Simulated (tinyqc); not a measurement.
Classical nucleation, growth and JMAK kinetics of crystallisation from a melt or glass: one step, computed by the program tinyqc.

A spherical nucleus cap on a flat wall with a sharp interface of isotropic energy gamma; lambda = Omega^(1/3) is the jump distance.

Problem. Critical nucleus. Driving force per volume: dG = H (T_m - T)/T_m. Shape factor f = (2 + cos theta)(1 - cos theta)^2/4. W(r) = f [4 pi r^2 gamma - (4/3) pi r^3 dG]; r* = 2 gamma/dG; W* = f 16 pi gamma^3/(3 dG^2); n* = f (4/3) pi r*^3/Omega.

Inputs (values chosen for the exercise, for a model substance): melting point T_m = 1210 K; heat of melting per volume H = 948 J/cm^3; interface energy gamma = 0.071 J/m^2; atomic volume Omega = 18.7 angstrom^3; temperature T = 843 K; contact angle theta = 55 degrees.

Nucleation: on a flat wall. Driving force: Turnbull (linear).

Constants: e = 1.602176634e-19 C; k_B = 1.380649e-23 J/K.

Give: driving force dG; shape factor f; critical radius r*; barrier W*; atoms in the nucleus n*; W*/(k_B T).

Solution.

driving force dG = 287.5 J/cm^3

shape factor f = 0.1170

critical radius r* = 0.4939 nm

barrier W* = 0.05297 eV

atoms in the nucleus n* = 3.156

W*/(k_B T) = 0.7291

The wall leaves r* unchanged and cuts the barrier to 11.7 % of the homogeneous value. W* equals n* Omega dG/2 = 0.053 eV. Caution: with under 20 atoms in the nucleus or a barrier under 10 k_B T the capillary model is only a guide.
